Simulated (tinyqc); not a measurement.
Capillary instabilities by surface diffusion: grooving and agglomeration of films, edge retraction, wire break-up and smoothing of roughness. Changing the grain-boundary energy gamma_b. Computed by tinyqc, a small Python program. Command: `OMP_NUM_THREADS=1 python tinyqc.py 3011141 3011142 out.jsonl dewet sweep`. One thread of a shared host (Intel(R) Xeon(R) Processor @ 2.30GHz), about 0.01 s of CPU time with the checks.

Isotropic surface energy; shapes change by surface diffusion alone.

Inputs (values chosen for the exercise, for a model film):
```
quantity                  value        unit
surface energy gamma_s     1.46       J/m^2
atomic volume Omega          20  angstrom^3
surface sites nu             12      1/nm^2
prefactor D0            0.00039       m^2/s
activation energy Q        1.82          eV
temperature T               831           K
time t                     5300           s
film thickness h             10          nm
grain radius R               26          nm
```

Grooves: at the surface only.

Constants: k_B = 8.617333262e-05 eV/K; k_B = 1.380649e-23 J/K.

Method:
- B = D_s nu gamma_s Omega^2/(k_B T), D_s = D0 exp(-Q/(k_B T)).
- Groove angle beta: sin(beta) = gamma_b/(2 gamma). For circular grains of radius R with spherical caps the groove ends (measured from the mean surface) at the depth R g(beta), g = (2 - 3 cos beta + cos^3 beta)/(3 sin^3 beta). The film parts if R g(beta_s) > h.
- Mullins' isolated groove: depth below the flat surface d = 0.780 m (B t)^(1/4), m = tan(beta_s), width between the ridges 4.6 (B t)^(1/4); time to reach h: (h/(0.780 m))^4/B.

One run for each value:
```
grain-boundary energy gamma_b (J/m^2)  critical R/h  beta_s (degrees)  time to reach the substrate (s)
0.146                                        79.933             2.866                       1.9696e+06
0.271                                        42.976             5.325                       1.6390e+05
0.396                                        29.313             7.794                       3.5242e+04
0.521                                        22.179            10.278                       1.1442e+04
0.772                                        14.771            15.330                       2.1905e+03
0.897                                        12.602            17.890                       1.1394e+03
1.020                                        10.971            20.445                       6.4051e+02
```

Give the missing row, grain-boundary energy gamma_b (J/m^2) = 0.647.

Computed row:
```
grain-boundary energy gamma_b (J/m^2)  critical R/h  beta_s (degrees)  time to reach the substrate (s)
0.647                                        17.754            12.802                       4.6411e+03
```

Interpolating between the two neighbouring rows (the first column on a logarithmic scale, the others too where they are positive) misses most in time to reach the substrate (s), by 0.82 %. Over the rows, critical R/h falls from 79.9 to 11.0 (exponent d ln y / d ln x -1.0 between the first rows and -1.1 between the last); beta_s (degrees) rises from 2.87 to 20.4 (exponent d ln y / d ln x about 1.0 throughout); time to reach the substrate (s) falls from 1.97e6 to 641 (exponent d ln y / d ln x -4.0 between the first rows and -4.5 between the last). At the low end the exponent of critical R/h is -1.00, close to -1: g is about beta/4 for small angles.

Caution (all rows): the grains are too small for the surface groove ever to reach the depth h.
